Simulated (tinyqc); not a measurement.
Single-junction solar cell, detailed-balance limit: two steps of the calculation.

Every photon above the gap Eg makes one pair and none below is absorbed; carriers thermalise at T and move without loss. Jsc = q fs X Phi(Eg, Ts); the dark current is J0 = q ge Phi(Eg, T)/ERE with the Boltzmann factor exp(V/Vt). The efficiency is the electrical power over fs X sigma Ts^4.

Values chosen for this exercise:
```
symbol   value  unit                        meaning
T          300     K               cell temperature
ERE     0.0001        external radiative efficiency
Eg        0.81    eV                       band gap
```

Constants: q = 1.602176634e-19 C, kB = 1.380649e-23 J/K, Vt = kB T/q. Results are converted to the units shown.

Task 1. Maximum power point by substitution. v = Vmp/Vt solves (1 + v) exp(v) = 1 + Jsc/J0; v(new) = ln[(1 + Jsc/J0)/(1 + v)].

v at the start = 0
Jsc = 709.14313 mA/cm^2
J0 = 7.0693423e-5 mA/cm^2

Find: v after iteration 1.

Result 1.

v after iteration 1 = 16.12

Task 2. Voltages, fill factor and efficiency. Voc = Vt ln(1 + Jsc/J0), Vmp = v Vt, Jmp = Jsc - J0 (exp(v) - 1), FF = Vmp Jmp/(Voc Jsc), efficiency Vmp Jmp/Pin.

v = 13.450487
Jsc = 709.14313 mA/cm^2
J0 = 7.0693423e-5 mA/cm^2
Pin = 1386.0454 mW/cm^2

Wanted: Voc; Eg/q - Voc; Vmp; Jmp; FF; efficiency.

Result 2.

Voc = 0.4168 V
Eg/q - Voc = 0.3932 V
Vmp = 0.3477 V
Jmp = 660.1 mA/cm^2
FF = 0.7766
efficiency = 16.56 %

Of the voltage deficit, Vt ln(1/ERE) = 238 mV is due to non-radiative recombination.

tinyqc, about 0.01 s, one thread, Intel Xeon 2.30GHz (shared host): `OMP_NUM_THREADS=1 python tinyqc.py 2820120 2820121 out.jsonl`
